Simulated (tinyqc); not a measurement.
# Silicon n-p-n transistor, Gummel numbers and transit times: what changes with what

One-dimensional n-p-n transistor in the forward active mode at low injection. In the base p(x) = NB exp(-eta x/wb) and ni(x)^2 = ni^2 exp((g0 + g1 x/wb)/Vt); electrons leave the base at vsat; band spikes at the emitter junction and recombination inside the emitter are ignored.

Values chosen for this exercise; band and dielectric values close to those of silicon:
- T = 250 K (temperature)
- Eg = 1.13 eV (band gap)
- eps_r = 11.5 (relative permittivity)
- Nc = 2.11e19 cm^-3 (conduction-band density of states at T)
- Nv = 2.01e19 cm^-3 (valence-band density of states at T)
- vsat = 9.97e6 cm/s (saturation velocity)
- wb = 120 nm (neutral base width)
- NB = 1.4e17 cm^-3 (base doping at the emitter edge)
- eta = 0 (doping falls as exp(-eta x/wb))
- g0 = 0 eV (gap reduction at the emitter edge of the base)
- g1 = 0 eV (further gap reduction across the base (linear))
- Dn = 6.5 cm^2/s (electron diffusion coefficient in the base)
- NE = 2.2e20 cm^-3 (emitter doping)
- gE = 0.068 eV (gap reduction in the emitter (negative: wider gap))
- we = 72 nm (neutral emitter width)
- Dp = 2.9 cm^2/s (hole diffusion coefficient in the emitter)
- Se = 5e6 cm/s (recombination velocity at the emitter contact)
- tb = 5e-7 s (electron lifetime in the base)
- NC = 1.1e16 cm^-3 (collector doping)
- VCB = 0.1 V (collector-base reverse bias)
- Cj = 3.1 fF/um^2 (emitter junction capacitance)
- Rc = 27 ohm um^2 (emitter plus collector resistance)
- mp = 74 cm^2/(V s) (hole mobility in the base)

Constants: q = 1.602176634e-19 C, kB = 1.380649e-23 J/K, Vt = kB T/q, eps0 = 8.8541878128e-14 F/cm where lengths are in cm. Results are converted to the units shown.

Each table varies one quantity; the others keep the values above.

## Cut-off frequency against collector current

f(x) = p(x) ni^2/ni(x)^2; I(x) = integral from x to wb of f/Dn, plus f(wb)/vsat; base Gummel number GB = I(0); electron density per unit flux n/(J/q) = I/f; base transit time tauB = integral of I/f over the base. ni = sqrt(Nc Nv) exp(-Eg/(2 Vt)), Eg in volts; JC = J0 exp(VBE/Vt), J0 = q ni^2/GB; collector layer one-sided, Wc = sqrt(2 eps0 eps_r (Vbc + VCB)/(q NC)), Vbc = Vt ln(NB exp(-eta) NC/ni^2), Cjc = eps0 eps_r/Wc, tauC = Wc/(2 vsat). Delay 1/(2 pi fT) = tauE + tauB + tauC + tauR with tauE = Vt (Cj + Cjc)/JC and tauR = Rc Cjc. Charge stored in the emitter is left out. The Kirk effect, also left out, sets in near JC = q NC vsat. n(0) = (JC/q) I(0)/f(0).

The same in every row: tauB (ps) = 12.28; tauC (ps) = 1.670; tauR (ps) = 0.008254.

Cut-off frequency against collector current:
```
JC (mA/um^2)	VBE (V)	tauE (ps)	fT (GHz)	JC/(q NC vsat)	n(0)/NB
0.00019	0.7769	386.2	0.3978	0.001081	0.001649
0.00039	0.7924	188.1	0.7876	0.002220	0.003384
0.0008	0.8079	91.71	1.506	0.004553	0.006942
0.0016	0.8228	45.86	2.661	0.009106	0.01388
0.0033	0.8384	22.23	4.397	0.01878	0.02864
0.0068	0.8540	10.79	6.431	0.03870	0.05901
0.014	0.8695	5.241	8.289	0.07968	0.1215
0.028	0.8845	2.620	9.599	0.1594	0.2430
0.058	0.9002	1.265	10.45	0.3301	0.5033
```

What does the comparison show?

fT rises from 0.398 to 10.5 GHz as the charging time falls as 1/JC; its limit for vanishing tauE is 11.4 GHz, of which the largest delay is tauB (88.0 %). tauE equals the other delays together at JC = 0.00526 mA/um^2. For JC = 0.028, 0.058 the electron density at the emitter edge exceeds a fifth of NB, beyond low injection.

## Effect of the base doping at the emitter edge

ni = sqrt(Nc Nv) exp(-Eg/(2 Vt)), Eg in volts; GE = NE exp(-gE/Vt)(we/Dp + 1/Se); JC = J0 exp(VBE/Vt), J0 = q ni^2/GB; gain limited by back injection GE/GB, by base recombination tb/tauB, together 1/beta = the sum of the inverses; collector layer one-sided, Wc = sqrt(2 eps0 eps_r (Vbc + VCB)/(q NC)), Vbc = Vt ln(p(wb) NC/ni^2), Cjc = eps0 eps_r/Wc; Early voltage VA = GB q p(wb)/(f(wb) Cjc [1/Dn - (eta + g1/Vt)/(wb vsat)]), f(wb) = p(wb) exp(-(g0 + g1)/Vt), p(wb) = NB exp(-eta); tauC = Wc/(2 vsat). Peak fT here means 1/(2 pi (tauB + tauC + Rc Cjc)); base sheet resistance 1/(q mp times the integral of p).

The same in every row: tb/tauB = 4.071e4; tauB (ps) = 12.28.

Result of one run:
```
NB (cm^-3)	GB (s/cm^4)	GE/GB	beta	VA (V)	tauC (ps)	peak fT (GHz)	base sheet resistance (kohm)
5e16	9.732e10	258.2	256.6	3.277	1.651	11.42	140.6
```

What becomes of these results when the base doping at the emitter edge NB is changed from 5e16 to 2.4e17 cm^-3, all else the same?

Result of the changed run:
```
NB (cm^-3)	GB (s/cm^4)	GE/GB	beta	VA (V)	tauC (ps)	peak fT (GHz)	base sheet resistance (kohm)
2.4e17	4.671e11	53.79	53.72	16.01	1.681	11.39	29.29
```

The whole series:
```
NB (cm^-3)	GB (s/cm^4)	GE/GB	beta	VA (V)	tauC (ps)	peak fT (GHz)	base sheet resistance (kohm)
3e16	5.839e10	430.3	425.8	1.955	1.641	11.43	234.3
5e16	9.732e10	258.2	256.6	3.277	1.651	11.42	140.6
8.5e16	1.654e11	151.9	151.3	5.605	1.661	11.41	82.69
1.4e17	2.725e11	92.22	92.01	9.283	1.670	11.40	50.21
2.4e17	4.671e11	53.79	53.72	16.01	1.681	11.39	29.29
4.1e17	7.980e11	31.49	31.46	27.51	1.690	11.39	17.14
7e17	1.363e12	18.44	18.44	47.25	1.700	11.38	10.04
```

As NB goes from 3e16 to 7e17, beta falls from 426 to 18.4, VA rises from 1.95 to 47.2 V, the peak fT stays near 11.4 GHz and the base sheet resistance falls from 234 to 10.0 kohm. The product beta VA changes by a factor of 1.05. Back injection limits the gain in every row. For NB = 3e16, 5e16, 8.5e16 the collector doping exceeds a tenth of the base doping at that edge, so the one-sided formulas are rough.

Range of the model: Heavy doping makes emitter or base degenerate; gE and g0 are to be read as apparent gap changes that include this.

Computed by the program tinyqc: `OMP_NUM_THREADS=1 python tinyqc.py 2320126 2320127 out.jsonl`, one thread of a shared Intel Xeon 2.30GHz, about 0.01 s for the whole run.
